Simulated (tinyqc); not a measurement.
Weakening the contact bond: metal-induced gap states at the contact of a metal chain and a two-band chain.

The semiconductor alternates sites A at -Eg/2 and C at +Eg/2 with hopping -t; the gap runs from -Eg/2 to Eg/2. In the gap cosh(q a) = 1 + (Eg^2/4 - E^2)/(2 t^2) and the amplitude changes by -exp(-q a) a period. The metal has site energy 0 and hopping -tm; its end site has g_m = (E - i sqrt(4 tm^2 - E^2))/(2 tm^2). Sites 1, 2, ... count into the semiconductor, with energies e1, e2 alternating. The clean half chain has g1 = 1/(E - e1 - t^2 g2), g2 = 1/(E - e2 - t^2 g1), decaying root. With the contact G11 = 1/(1/g1 - tc^2 g_m), and the density on site j is -Im G_jj/pi = |psi_j/psi_1|^2 (-Im G11/pi), per spin, with psi_2/psi_1 = -t g2, psi_3/psi_2 = -t g1.

Constants: e^2/(4 pi eps0) = 14.39964547 eV angstrom.

Parameters, chosen for this exercise (gap and optical dielectric constant near those of HfO2; the chain itself is a model; the results hold for these values, not for the real material):
```
symbol  value  unit      meaning
Eg      5.51   eV        gap
t       2.33   eV        hopping in the semiconductor
tm      2.84   eV        hopping in the metal
end     C                site that touches the metal
a       3.6    angstrom  period (two sites); one chain for each area a^2
eps     3.9              dielectric constant
E       1.09   eV        energy from mid-gap
```

At the given E, tc is varied, as by a thin spacer. xi = 1/(2q), N = 2 (summed density)/a^2, S = 1/(1 + 4 pi e^2 N xi/eps) with xi and eps kept.

Against tc:
```
tc (eV)  D1 (1/eV)  summed density (1/eV)       S
0.10       0.00017                0.00022  0.9973
0.25       0.00103                0.00136  0.9834
0.50       0.00408                0.00538  0.9374
0.80       0.01018                0.01342  0.8572
1.20       0.02140                0.02822  0.7406
1.80       0.03929                0.05180  0.6087
2.50       0.05032                0.06635  0.5485
3.50       0.04566                0.06019  0.5724
```

For a weak bond the density goes as tc^2 (ratio 6.23 between 0.25 and 0.1 eV, against 6.25). It is largest at tc = 2.5 eV among these rows and falls beyond, as the first site pairs off with the metal. S is 0.997 at 0.1 eV and has its least value, 0.548, in that row.

Program tinyqc; command `OMP_NUM_THREADS=1 python tinyqc.py 1452822 1452823 out.jsonl`; about 0.01 s on one thread of a shared Intel(R) Xeon(R) Processor @ 2.30GHz.
